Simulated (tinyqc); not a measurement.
Global model of a low-pressure process discharge: electron temperature, density, ion flux and ion energy: one step, computed by the program tinyqc.

Maxwellian electrons with temperature T_e in eV, one positive ion, no negative ions, uniform bulk density n; rate constants have the Arrhenius form.

Question. Energy per pair and density. E_c = E_iz + (X0 exp(-E_ex/T_e) E_ex + K_el (3 m_0/M) T_e)/K_iz; wall potential V_s = (T_e/2) ln(M/(2 pi m_0)); E_T = E_c + 2 T_e + T_e/2 + V_s; n = P/(e u_B A_eff E_T); ion current density J = e h_L n u_B; ionised share n/n_g.

Inputs (values chosen for the exercise, of the order of those of an inductive discharge in a simple atomic gas):

| quantity | value | unit |
|---|---|---|
| ion mass M | 32 | u |
| ionisation energy E_iz | 15 | eV |
| excitation prefactor X0 | 5.3e-15 | m^3/s |
| excitation energy E_ex | 9.29 | eV |
| elastic rate constant K_el | 1.2e-13 | m^3/s |
| gas temperature T_g | 600 | K |
| radius R | 21 | cm |
| height L | 10 | cm |
| absorbed power P | 430 | W |

T_e = 1.886704 eV

K_iz = 1.233857e-17 m^3/s

Bohm velocity u_B = 2385.105 m/s

A_eff = 467.2023 cm^2

h_L = 0.1379710

gas density n_g = 6.518673e+20 1/m^3

Constants: m_0 = 9.1093837015e-31 kg; u = 1.6605390666e-27 kg; e = 1.602176634e-19 C.

Give: collisional loss per pair E_c; wall potential V_s; E_T; plasma density n; ion current density J; ionised share.

Answer.

collisional loss per pair E_c = 44.96 eV

wall potential V_s = 8.618 V

E_T = 58.29 eV

plasma density n = 4.132e+11 1/cm^3

ion current density J = 2.178 mA/cm^2

ionised share = 6.338e-04

Collisions take 77 % of the power and the walls the rest. T_e came from the particle balance alone; the power sets only n. Caution: at so short an ion path the formulas for h_L and h_R give way to the ambipolar-diffusion limit.
